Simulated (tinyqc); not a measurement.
# A square-lattice strip 3 sites wide in a magnetic flux, recursive Green functions: two studies

The device has N = 4 slices of 3 site(s), nearest-neighbour hopping -t, and site energies U; the leads are semi-infinite continuations with site energy 0 and no flux. The hopping from slice i to i + 1 inside the device carries the phase exp(2 pi i f j) on row j = 1, 2, ...: V = <i+1|H|i> = -t diag(exp(2 pi i f j)).

Values chosen for this exercise:
- t = 1 eV (hopping (matrix element -t))
- U = [0.03, -0.24, -0.01, -0.11, -0.14, 0.09, 0.06, 0.07, -0.13, 0.05, 0.01, 0.23] eV (site energies, slice by slice (3 a slice))
- E = 2.68 eV (energy)
- f = 0.43 h/q (magnetic flux through each plaquette inside the device)

Each table varies one quantity; the others keep the values above.

## Transmission against energy

Transverse modes n = 1..3: chi_n(j) = sqrt(2/4) sin(pi n j/4), energy e_n = -2 t cos(pi n/4). Sigma = t^2 sum_n chi_n chi_n^T g(E - e_n), g(x) = (x - i sqrt(4 t^2 - x^2))/(2 t^2) for |x| < 2 t and (x - sign(x) sqrt(x^2 - 4 t^2))/(2 t^2) otherwise; Gamma = i (Sigma - Sigma^dagger); both leads give the same. Forward pass: g_1 = (E - H_1 - Sigma)^(-1), g_i = (E - H_i - V g_(i-1) V^dagger)^(-1), with Sigma also subtracted on the last slice; G_(i,1) = g_i V G_(i-1,1), starting from g_1. H_i is the block of slice i: its site energies on the diagonal and -t between neighbouring rows. T(E) = Tr[Gamma G_(N,1) Gamma G_(N,1)^dagger].

Transmission against energy:
```
E (eV)  open modes      T(E)  T(E) per open mode
-3.31            1  0.001947            0.001947
-2.76            1   0.02043             0.02043
-2.21            1    0.3440              0.3440
-1.66            2    0.9690              0.4845
-1.1             2     1.003              0.5015
-0.55            3     1.055              0.3517
0                3     1.134              0.3780
0.55             3     1.025              0.3417
1.1              2     1.008              0.5039
1.66             2     1.046              0.5231
2.21             1   0.01037             0.01037
2.76             1  0.007753            0.007753
3.31             1  8.666e-4            8.666e-4
```

Read the table: what changes, and by how much?

T(E) lies between 8.67e-4 (E = 3.31 eV) and 1.13 (E = 0 eV) in these rows. The leads offer 1 to 3 open mode(s), of which the mean share 0.27 is transmitted.

## The device repeated

Same model as above.

The list U is repeated k times, so the device has k N slices.

Results:
```
k        T(E)  ln T(E)
1    0.009284   -4.679
2    4.198e-4   -7.776
4    8.239e-9   -18.61
5   2.467e-10   -22.12
6   2.651e-12   -26.66
8   2.027e-16   -36.13
10  2.473e-20   -45.15
12  2.830e-24   -54.22
```

Estimate the missing row, k = 3.

Computed row:
```
k      T(E)  ln T(E)
3  1.551e-6   -13.38
```

With this row back in the table: T(E) falls from 0.00928 to 2.83e-24; over the last rows ln T(E) drops by a steady 4.54 a repeat: the energy lies in a gap of the periodic structure that the repeats form, with a decay length of 1.76 slices for the amplitude.

Numbers from tinyqc (`OMP_NUM_THREADS=1 python tinyqc.py 2660112 2660113 out.jsonl`; about 0.02 s on one thread of a shared Intel Xeon 2.30GHz).
